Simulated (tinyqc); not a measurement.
# Surface photovoltage measurement of the minority-carrier diffusion length in a wafer, step by step

A worked calculation. Computed by tinyqc, a small Python program that keeps every step. Command: `OMP_NUM_THREADS=1 python tinyqc.py 3130510 3130511 out.jsonl spv walk`. One thread of a shared host (Intel(R) Xeon(R) Processor @ 2.30GHz), about 0.01 s of CPU time with the checks. Intermediate numbers are printed to about 6 digits and carried at full precision; extremes and crossings named in words are read from the listed rows.

Low injection, steady light, a depletion layer much thinner than 1/alpha and L. The excess density dn is taken at the front edge of the neutral region; light that reaches the back is lost.

Inputs (values chosen for the exercise, modelled on p-type silicon at room temperature):

| quantity | value | unit |
|---|---|---|
| diffusion length L | 23 | micrometre |
| wafer thickness W | 725 | micrometre |
| diffusivity D | 32.5 | cm^2/s |
| front recombination velocity S_f | 170 | cm/s |
| back recombination velocity S_b | 34000 | cm/s |
| photon flux entering | 8.6e+11 | 1/(cm^2 s) |
| minority density at the surface barrier scale n_0 | 1.1e+10 | 1/cm^3 |
| temperature T | 298 | K |
| wavelength | 822 | nm |
| relative noise of each reading | 0.2 | % |
| diffusion length after pair splitting over L | 0.49 | - |
| iron factor C | 1.02e+16 | micrometre^2/cm^3 |

Constants: k_B = 8.617333262e-05 eV/K.

## One wavelength

alpha = (84.732/lambda - 76.417)^2 per cm with lambda in micrometre (an empirical fit for silicon between 0.7 and 1.05 micrometre). Thick wafer: dn = Phi L/((S_f + D/L)(L + 1/alpha)). Finite wafer, with s = S_b L/D, w = W/L, a = alpha L: dn = [Phi a/(a^2 - 1)] [a - B - exp(-alpha W)(a - s)/(cosh w + s sinh w)]/(S_f + B D/L), B = (sinh w + s cosh w)/(cosh w + s sinh w). Photovoltage V = (k_B T/e) ln(1 + dn/n_0). Lifetime = L^2/D.

alpha = 710.931 1/cm

penetration depth 1/alpha = 14.0661 micrometre

dn, thick wafer = 3.73165e+07 1/cm^3

B = 1

dn, finite wafer = 3.73165e+07 1/cm^3

photovoltage V = 0.0869684 mV

lifetime = 0.162769 microsecond

## The linear plot

normal deviates g for the noise: 0.18  0.64  -0.13  0.69  1.94  -0.68  -2.76

Readings y = (Phi/dn) (1 + noise x g) at 780, 830, 880, 920, 950, 975 and 995 nm; a least-squares line y = c (1/alpha + L_app) gives L_app = intercept/slope.

Readings:

| lambda (nm) | 1/alpha (micrometre) | y (cm/s) | line (cm/s) |
|---|---|---|---|
| 780 | 9.636 | 20299.3 | 20410.4 |
| 830 | 15.176 | 23766.6 | 23833.6 |
| 880 | 25.330 | 30041.6 | 30108.2 |
| 920 | 40.658 | 39634.2 | 39580.0 |
| 950 | 61.278 | 52604.0 | 52322.7 |
| 975 | 90.917 | 70732.7 | 70638.2 |
| 995 | 130.888 | 95152.7 | 95338.1 |

slope = 617.954 cm/(s micrometre)

apparent length L_app = 23.3926 micrometre

error of L_app (rounded to 0.001) = 1.707 %

At W/L = 31.5 the finite thickness shifts L_app by less than 0.05 %. S_f scales all readings alike and leaves L_app unchanged.

## Where the wafer is too thin

No noise; L is varied at fixed W, and the last two columns set S_b to 0 and to 1e7 cm/s.

Apparent length (micrometre):

| L | W/L | given S_b | S_b = 0 | S_b = 1e7 |
|---|---|---|---|---|
| 36.2 | 20.0276 | 36.200 | 36.2 | 36.200 |
| 72.5 | 10.0000 | 72.500 | 72.5 | 72.500 |
| 145.0 | 5.0000 | 144.892 | 145.1 | 144.878 |
| 218.0 | 3.3257 | 215.999 | 220.0 | 215.824 |
| 362.0 | 2.0028 | 335.765 | 390.2 | 334.434 |
| 580.0 | 1.2500 | 448.527 | 746.1 | 444.718 |
| 942.0 | 0.7696 | 528.578 | 1634.2 | 522.117 |
| 1520.0 | 0.4770 | 569.029 | 3724.5 | 560.940 |
| 2900.0 | 0.2500 | 589.947 | 10443.8 | 580.940 |

With a fast back surface L_app levels off, at 581 micrometre in the last row; with a passive one it reaches up to 3.60 times L among these rows and is 10400 in the last. All three columns are within 5 % of L down to W/L = 3.3.

## Iron from two lengths

Splitting iron-boron pairs in boron-doped silicon shortens L; with nothing else changing, [Fe] = C (1/L_after^2 - 1/L^2). It is evaluated with the true lengths and with the apparent ones (without noise), which differ when the wafer is not thick against L.

L_after = 11.27 micrometre

[Fe] from the true lengths = 6.10251e+13 1/cm^3

[Fe] from the apparent lengths = 6.10251e+13 1/cm^3

bias, apparent over true less 1 (rounded to 0.001) = 0 %

Checks made by the program: dn against a finite-difference solution (relative difference 3e-05).
